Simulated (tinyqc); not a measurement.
# Two-junction solar cell, detailed-balance limit: effects of single changes

The top cell takes all photons above E1, the bottom cell those between E2 and E1. Each cell follows J = Jsc - J0 (exp(V/Vt) - 1) with J0 = q ge Phi(gap, T)/ERE; light emitted by one cell and absorbed by the other is left out. In series both carry one current; wired apart (four terminals) each works at its own maximum power point. Efficiencies are counted against Pin = fs X sigma Ts^4.

Inputs (values chosen for the exercise):
- T = 320 K (cell temperature)
- Ts = 4500 K (temperature of the black-body sun)
- fs = 2.16e-5 (share of the hemisphere filled by the sun)
- X = 100 (concentration)
- ERE = 1 (external radiative efficiency)
- ge = 1 (number of faces that emit)
- E2 = 0.83 eV (gap of the bottom cell)
- E1 = 1.13 eV (gap of the top cell)

Constants: q = 1.602176634e-19 C, kB = 1.380649e-23 J/K, h = 6.62607015e-34 J s, c = 299792458 m/s, Vt = kB T/q. Results are converted to the units shown.

Each table varies one quantity; the others keep the values above.

## Effect of the external radiative efficiency

Photon flux above E from a black body at temperature T into a hemisphere: Phi(E, T) = A sum_k exp(-k E/th)[E^2 th/k + 2 E th^2/k^2 + 2 th^3/k^3], k = 1, 2, ..., with th = kB T/q in eV and A = 2 pi q^3/(h^3 c^2). J1 = q fs X Phi(E1, Ts), J2 = q fs X [Phi(E2, Ts) - Phi(E1, Ts)], J01 and J02 as above; sigma = 2 pi^5 kB^4/(15 h^3 c^2). In series V(J) = Vt [ln((J1 - J)/J01 + 1) + ln((J2 - J)/J02 + 1)], and J V(J) is largest where V = J Vt [1/(J1 - J + J01) + 1/(J2 - J + J02)]. Apart, each cell has (1 + v) exp(v) = 1 + Jsc/J0 at its maximum power point, v = Vmp/Vt.

The same in every row: J1 (mA/cm^2) = 1802.1; J2 (mA/cm^2) = 852.70.

Result of one run:
```
ERE  series efficiency (%)  four-terminal efficiency (%)
0.1                 23.042                        36.599
```

What becomes of these results when the external radiative efficiency ERE is changed from 0.1 to 0.001, all else the same?

Result of the changed run:
```
ERE    series efficiency (%)  four-terminal efficiency (%)
0.001                 18.824                        30.171
```

The whole series:
```
ERE     series efficiency (%)  four-terminal efficiency (%)
1e-5                   14.630                        23.813
0.0001                 16.724                        26.981
0.001                  18.824                        30.171
0.01                   20.931                        33.378
0.1                    23.042                        36.599
1                      25.157                        39.832
```

As ERE goes from 1e-5 to 1, the series efficiency rises from 14.6 to 25.2 %, and the four-terminal one rises from 23.8 to 39.8 %. Among the rows the two lie closest, 9.2 points apart, at ERE = 1e-5, where J1/J2 = 2.11; the spread over the rows is 10.5 points in series and 16.0 apart. At ERE = 1 the open-circuit voltage of the bottom cell lies within 6 Vt of its gap, where the Boltzmann form begins to fail. For ERE = 0.1 to 1 the top cell has surplus current and is radiative, so luminescent coupling, left out here, would help the series cell.

## Effect of the gap of the bottom cell

Same model as above.

The same in every row: J1 (mA/cm^2) = 1802.

Results:
```
E2 (eV)  J2 (mA/cm^2)  series efficiency (%)  four-terminal efficiency (%)
0.5              1935                  41.60                         41.62
0.56             1738                  41.45                         42.11
0.68             1339                  35.68                         41.99
0.75             1109                  31.07                         41.24
0.81            915.8                  26.69                         40.24
0.87            728.4                  22.01                         38.92
0.93            547.5                  17.11                         37.31
```

Estimate the missing row, E2 = 0.62 eV.

Computed row:
```
E2 (eV)  J2 (mA/cm^2)  series efficiency (%)  four-terminal efficiency (%)
0.62             1538                  39.05                         42.23
```

With this row back in the table: As E2 goes from 0.5 to 0.93 eV, the series efficiency falls from 41.6 to 17.1 %, and the four-terminal one goes from 41.6 through a maximum of 42.2 (at E2 = 0.62 eV among the rows listed) to 37.3 %. Among the rows the two lie closest, 0.020 points apart, at E2 = 0.5 eV, where J1/J2 = 0.932; the spread over the rows is 24.5 points in series and 4.92 apart. Current matching makes the series cell the more sensitive one. For E2 = 0.5 to 0.81 eV the open-circuit voltage of the bottom cell lies within 6 Vt of its gap, where the Boltzmann form begins to fail. For E2 = 0.62 to 0.93 eV the top cell has surplus current and is radiative, so luminescent coupling, left out here, would help the series cell.

## Effect of the temperature of the black-body sun

Same model as above.

Effect of the temperature of the black-body sun:
```
Ts (K)  J1 (mA/cm^2)  J2 (mA/cm^2)  series efficiency (%)  four-terminal efficiency (%)
4000            1034         608.4                  28.16                         38.05
4500            1802         852.7                  25.16                         39.83
5000            2881          1125                  22.13                         40.63
5500            4319          1420                  19.33                         40.77
6000            6163          1734                  16.85                         40.45
6500            8457          2064                  14.70                         39.84
7000         1.125e4          2406                  12.85                         39.05
7500         1.457e4          2759                  11.26                         38.14
```

As Ts goes from 4000 to 7500 K, the series efficiency falls from 28.2 to 11.3 %, and the four-terminal one goes from 38.1 through a maximum of 40.8 (at Ts = 5500 K among the rows listed) to 38.1 %. Among the rows the two lie closest, 9.9 points apart, at Ts = 4000 K, where J1/J2 = 1.70; the spread over the rows is 16.9 points in series and 2.71 apart. Current matching makes the series cell the more sensitive one. For Ts = 4500 to 7500 K the open-circuit voltage of the bottom cell lies within 6 Vt of its gap, where the Boltzmann form begins to fail. In every row the top cell has surplus current and is radiative, so luminescent coupling, left out here, would help the series cell.

tinyqc, about 0.01 s, one thread, Intel Xeon 2.30GHz (shared host): `OMP_NUM_THREADS=1 python tinyqc.py 2820002 2820003 out.jsonl`
